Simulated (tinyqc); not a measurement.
Density of states of one tight-binding band on the triangular lattice: one step. Energies on the mesh.

E(k) = -2 t (cos 2 pi k1 + cos 2 pi k2 + cos 2 pi (k1 + k2)); k in fractions of the reciprocal vectors, mesh k_i = j/N with j = 0 .. N-1. Densities are per cell and per spin, so the band holds one state.

Inputs chosen for the exercise: t = 0.59 eV (nearest hopping); N = 5 (mesh points along each axis).

Task: Evaluate the band at all 25 points and collect equal values.

Give: Distinct energies.

Result:

Distinct energies:
```
E_k (eV)  points
-3.5400        1
-1.9093        6
0.2254         6
0.7293         6
1.5446         6
```

The 25 points give 5 distinct energies between -3.5400 and 1.5446 eV; a dense mesh gives a band from -3.540 to 1.770 eV.

Run: tinyqc, `OMP_NUM_THREADS=1 python tinyqc.py 1681437 1681438 out.jsonl`; Intel(R) Xeon(R) Processor @ 2.30GHz, one thread, shared host; about 0.09 s of CPU time with all checks.
